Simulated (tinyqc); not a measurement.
Inside a calculation. Model: silicon n-p-n transistor, Gummel numbers and transit times.

Numbers from tinyqc (`OMP_NUM_THREADS=1 python tinyqc.py 2320163 2320164 out.jsonl`; about 0.01 s on one thread of a shared Intel Xeon 2.30GHz). Printed values are rounded.

One-dimensional n-p-n transistor in the forward active mode at low injection. In the base p(x) = NB exp(-eta x/wb) and ni(x)^2 = ni^2 exp((g0 + g1 x/wb)/Vt); electrons leave the base at vsat; band spikes at the emitter junction and recombination inside the emitter are ignored.

Values chosen for this exercise; band and dielectric values close to those of silicon:
- T = 300 K (temperature)
- Eg = 1.1 eV (band gap)
- eps_r = 11.7 (relative permittivity)
- Nc = 2.82e19 cm^-3 (conduction-band density of states at T)
- Nv = 2.69e19 cm^-3 (valence-band density of states at T)
- vsat = 9.97e6 cm/s (saturation velocity)
- wb = 220 nm (neutral base width)
- NB = 1e17 cm^-3 (base doping at the emitter edge)
- eta = 0 (doping falls as exp(-eta x/wb))
- g0 = 0 eV (gap reduction at the emitter edge of the base)
- g1 = 0 eV (further gap reduction across the base (linear))
- Dn = 8.7 cm^2/s (electron diffusion coefficient in the base)
- NE = 5.3e19 cm^-3 (emitter doping)
- gE = 0.063 eV (gap reduction in the emitter (negative: wider gap))
- we = 91 nm (neutral emitter width)
- Dp = 1.2 cm^2/s (hole diffusion coefficient in the emitter)
- Se = 50000 cm/s (recombination velocity at the emitter contact)
- tb = 2e-7 s (electron lifetime in the base)
- NC = 2.9e16 cm^-3 (collector doping)
- VCB = 1.4 V (collector-base reverse bias)

Constants: q = 1.602176634e-19 C, kB = 1.380649e-23 J/K, Vt = kB T/q, eps0 = 8.8541878128e-14 F/cm where lengths are in cm. Results are converted to the units shown.

Range of the model: The collector doping exceeds a tenth of the base doping at that edge, so the collector layer reaches noticeably into the base. Heavy doping makes emitter or base degenerate; gE and g0 are to be read as apparent gap changes that include this.

## Base Gummel number and transit time

f(x) = p(x) ni^2/ni(x)^2; I(x) = integral from x to wb of f/Dn, plus f(wb)/vsat; base Gummel number GB = I(0); electron density per unit flux n/(J/q) = I/f; base transit time tauB = integral of I/f over the base. Trapezoid rule on 12 equal steps.

```
point   x (nm)  f (cm^-3)  I (s/cm^4)  I/f (s/cm)
0        0.000       1e17  2.62904e11  2.62904e-6
1       18.333       1e17  2.41831e11  2.41831e-6
2       36.667       1e17  2.20758e11  2.20758e-6
3       55.000       1e17  1.99685e11  1.99685e-6
4       73.333       1e17  1.78612e11  1.78612e-6
5       91.667       1e17  1.57540e11  1.57540e-6
6      110.000       1e17  1.36467e11  1.36467e-6
7      128.333       1e17  1.15394e11  1.15394e-6
8      146.667       1e17  9.43213e10  9.43213e-7
9      165.000       1e17  7.32485e10  7.32485e-7
10     183.333       1e17  5.21757e10  5.21757e-7
11     201.667       1e17  3.11029e10  3.11029e-7
12     220.000       1e17  1.00301e10  1.00301e-7
```

GB = 2.62904e11 s/cm^4
tauB = 30.0227 ps

With 4000 steps GB = 2.629e11 s/cm^4 and tauB = 30.02 ps. A uniform base would give wb^2/(2 Dn) + wb/vsat = 30.0 ps.

## Gain, Early voltage and collector delay

ni = sqrt(Nc Nv) exp(-Eg/(2 Vt)), Eg in volts; GE = NE exp(-gE/Vt)(we/Dp + 1/Se); JC = J0 exp(VBE/Vt), J0 = q ni^2/GB; gain limited by back injection GE/GB, by base recombination tb/tauB, together 1/beta = the sum of the inverses; collector layer one-sided, Wc = sqrt(2 eps0 eps_r (Vbc + VCB)/(q NC)), Vbc = Vt ln(p(wb) NC/ni^2), Cjc = eps0 eps_r/Wc; Early voltage VA = GB q p(wb)/(f(wb) Cjc [1/Dn - (eta + g1/Vt)/(wb vsat)]), f(wb) = p(wb) exp(-(g0 + g1)/Vt), p(wb) = NB exp(-eta); tauC = Wc/(2 vsat).

ni = 1.58638e10 cm^-3
GE = 1.27811e14 s/cm^4
J0 = 1.53366e-10 A/cm^2
GE/GB = 486.153
tb/tauB = 6661.62
beta = 453.087
Wc = 311.608 nm
Cjc = 0.332450 fF/um^2
VA = 11.0230 V
tauC = 1.56273 ps

The gain is limited more by back injection into the emitter. beta VA = 4990 V.
